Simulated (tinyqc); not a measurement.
Inside a calculation. Model: MOSFET in the linear regime without short-channel effects, parameter extraction from computed curves.

Program tinyqc, `OMP_NUM_THREADS=1 python tinyqc.py 2210105 2210106 out.jsonl`; Intel Xeon 2.30GHz, shared host, one thread, about 0.02 s. Printed values are rounded.

Inversion charge Q = Cox n Vt W0(exp((Vg - VT)/(n Vt))), W0 the Lambert function and n = nf; u = Q/Cox; mobility mu = mu0/(1 + th1 u + th2 u^2); channel resistance Rch = (L - dL)/(W mu Q); Id = Vd/(Rch + Rsd/W). Cox = eps0 eox/tox. Small Vd, no channel-length or drain effects.

Values chosen for this exercise; channel values of the order met in silicon transistors:
```
symbol  value        unit                                                                 meaning
T         200           K                                                             temperature
eox       3.9              relative permittivity of the gate insulator (close to silicon dioxide)
tox       1.1          nm                                                     insulator thickness
mu0       110  cm^2/(V s)                                                      low-field mobility
th1      0.25         1/V                                       first mobility attenuation factor
th2         0       1/V^2                                      second mobility attenuation factor
VT       0.38           V                                                       threshold voltage
nf       1.45                                                                         body factor
W         0.5          um                                                              gate width
L         0.1          um                                                       drawn gate length
dL      0.019          um                                             drawn less effective length
Rsd       120      ohm um                                            source plus drain resistance
Vd       0.02           V                                                           drain voltage
```

Constants: q = 1.602176634e-19 C, kB = 1.380649e-23 J/K, Vt = kB T/q, eps0 = 8.8541878128e-14 F/cm where lengths are in cm. Results are converted to the units shown.

## Transfer curve

```
point,Vg (V)
0,0.14
1,0.26
2,0.38
3,0.5
4,0.62
5,0.74
6,0.86
7,0.98
8,1.1
```

u, mu, Rch and Id as defined.

```
point,u (V),mu (cm^2/(V s)),Rch (ohm),Id (uA)
0,1.686129e-6,110.0000,2.782346e8,7.188172e-5
1,2.036137e-4,109.9944,2.304182e6,0.008678964
2,0.01417306,109.6116,33218.05,0.5977635
3,0.08842156,107.6210,5422.995,3.531700
4,0.1893871,105.0273,2594.430,7.056093
5,0.2980544,102.3719,1691.290,10.35577
6,0.4100806,99.77142,1261.302,13.32177
7,0.5239566,97.26000,1012.663,15.96599
8,0.6389962,94.84810,851.4662,18.32398
```

## Threshold and mobility at the peak transconductance

gm_i = (Id_(i+1) - Id_(i-1))/(Vg_(i+1) - Vg_(i-1)); at the point j of largest gm the tangent meets the axis at V_ext = Vg_j - Id_j/gm_j; field-effect mobility gm_j L/(W Cox Vd) with the drawn L.

```
point,gm (uS)
1,2.490382
2,14.67926
3,26.90971
4,28.43363
5,26.10699
6,23.37590
7,20.84252
```

j = 4
V_ext = 0.3718399 V
field-effect mobility = 90.57571 cm^2/(V s)

V_ext is 8.2 mV below the model VT, and the mobility so found is 33 % below mu0 L/(L - dL) = 136 cm^2/(V s), the value for the drawn L; attenuation, series resistance and the slow approach of Q to a straight line all lower the peak gm.

## The Y function

Y_i = Id_i/sqrt(gm_i). For Id = beta Vd x/(1 + th x), x = Vg - VT, Y = sqrt(beta Vd) x whatever th. Slope s from points 4 and 7; VT_Y = Vg - Y/s at point 7; beta = s^2/Vd; mobility beta L/(W Cox) with the drawn L; th* = (beta Vd x/Id - 1)/x at point 7.

```
point,Y (uA^0.5 V^0.5)
1,0.005499648
2,0.1560190
3,0.6808154
4,1.323269
5,2.026768
6,2.755356
7,3.497202
```

s = 6.038703 uA^0.5 V^-0.5
VT_Y = 0.4008687 V
beta = 1823.297 uA/V^2
mobility from Y = 116.1627 cm^2/(V s)
th* = 0.5572518 1/V

The mobility from Y is 14 % below mu0 L/(L - dL) = 136 cm^2/(V s), which it should reach in deep inversion when th2 = 0. th* compares with th1 + mu0 Cox Rsd/(L - dL) = 0.762 1/V, since series resistance enters like th1. The match is poor here: at these overdrives Q is not yet a straight line in Vg.
